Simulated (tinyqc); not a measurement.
Length offset and series resistance from crossing lines.

Problem. R_total = Rs + k (L - dL)/Vo with constant Rs, dL and k. Find k, dL and Rs.

R_total at (L, Vo) = (60, 0.3), (180, 0.3), (60, 0.85) and (180, 0.85), L in nm and Vo in V (ohm um): 471.06667  991.06667  340.96471  524.49412

Answer. At each overdrive R is a straight line in L with slope k/Vo; the two lines cross at L = dL, R = Rs.

k = 1.300 ohm um V/nm
dL = 13.60 nm
Rs = 270.0 ohm um

Program tinyqc, `OMP_NUM_THREADS=1 python tinyqc.py 2282017 2282018 out.jsonl`; Intel Xeon 2.30GHz, shared host, one thread, about 0.03 s.
